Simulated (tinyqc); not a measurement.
Worked calculation: virtual-crystal alloy in the empirical-pseudopotential method. Values are carried at full precision from step to step, so a last printed digit may differ when a step is redone from the rounded ones.

Virtual crystal A(1-x)B(x): a = (1 - x) a_A + x a_B. Rule linear: V = (1 - x) V_A + x V_B. Rule volume: V = [(1 - x) a_A^3 V_A + x a_B^3 V_B]/a^3, since a form factor is an atomic potential divided by the cell volume.

Constants: hbar^2/2m0 = 3.80998211 eV angstrom^2; Ry = 13.60569312 eV.

Inputs chosen for the exercise (classic local form factors of the size used for GaAs (A) and GaP (B), which place X and L only to a few tenths of an eV; the results hold for these values, not for the real material):
- a = (5.648, 5.438) angstrom (lattice constants of A, B)
- VSA = (-0.231, 0.009, 0.061) Ry (symmetric form factors of A)
- VAA = (0.07, 0.051, 0.011) Ry (antisymmetric form factors of A)
- VSB = (-0.217, 0.031, 0.071) Ry (symmetric form factors of B)
- VAB = (0.118, 0.071, 0.02) Ry (antisymmetric form factors of B)
- rule = volume (mixing rule)
- x = 0.49 (fraction of B)

## The virtual crystal

Form a, the two weights and the form factors.

a = 5.5451 angstrom

weights of A and B: 0.53892  0.46215

VS at 3, 8, 11 (Ry): -0.22478  0.01918  0.06569

VA at 3, 4, 11 (Ry): 0.09226  0.06030  0.01517

## The six lowest plane waves at X

Empirical pseudopotential on the fcc lattice, atoms at +/- tau, tau = a (1,1,1)/8, no spin-orbit coupling. H(G,G') = c (2 pi/a)^2 |k + G|^2 delta + VS(q) cos(q.tau) + i VA(q) sin(q.tau), q = G - G', c = hbar^2/2m0; k and G in units of 2 pi/a; VS at |q|^2 = 3, 8, 11 and VA at 3, 4, 11, in rydberg, zero elsewhere. At each k the basis holds all G with |k + G|^2 up to 16; energies are counted from the fourth level at Gamma.

k = (1,0,0) with the small basis G = (0,0,0), (-2,0,0), (-1,1,1), (-1,-1,-1), (-1,1,-1), (-1,-1,1) in place of the full one.

H in this small basis (eV), lower triangle (Hermitian):
```
                  000           -200   -1+1+1  -1-1-1  -1+1-1  -1-1+1
000             4.892
-200          -0.820i          4.892
-1+1+1  -2.163+0.888i   2.163+0.888i    9.783
-1-1-1   2.163-0.888i  -2.163-0.888i   -0.261   9.783
-1+1-1  -2.163-0.888i  -2.163+0.888i  -0.820i  0.820i   9.783
-1-1+1  -2.163-0.888i  -2.163+0.888i  -0.820i  0.820i   0.261   9.783
```

## Levels in the small basis

Diagonalise; the gap between the fourth and fifth level is a first estimate of the direct gap at X.

levels (absolute scale of H) (eV): -0.236  4.772  9.523  9.523  12.626  12.711

gap = 3.103 eV

The full basis gives 4.211 eV for this gap.

## The lowest conduction band along Gamma-X and at L

Full basis at each k.

Levels (eV):
```
k           band 3  band 4  band 5  band 6
L           -0.918  -0.918   2.114   5.159
(0.00,0,0)   0.000   0.000   2.059   4.776
(0.20,0,0)  -0.358  -0.358   3.249   4.248
(0.40,0,0)  -1.070  -1.070   3.205   4.546
(0.60,0,0)  -1.744  -1.744   2.430   3.626
(0.70,0,0)  -1.992  -1.992   2.165   3.083
(0.80,0,0)  -2.171  -2.171   1.998   2.656
(0.85,0,0)  -2.233  -2.233   1.946   2.497
(0.90,0,0)  -2.279  -2.279   1.914   2.374
(1.00,0,0)  -2.316  -2.316   1.895   2.270
```

On these points band 5 is lowest at (1.00,0,0), 1.895 eV above the valence top: in this model the gap is indirect, by a margin of 165 meV.

## Checks

- Fifth band at (0.85,0,0) against the equivalent point (0,0,-0.85), on the absolute scale of H (eV): both 11.0151.

Program tinyqc; command `OMP_NUM_THREADS=1 python tinyqc.py 1050698 1050699 out.jsonl`; about 0.3 s on one thread of a shared Intel(R) Xeon(R) Processor @ 2.30GHz.
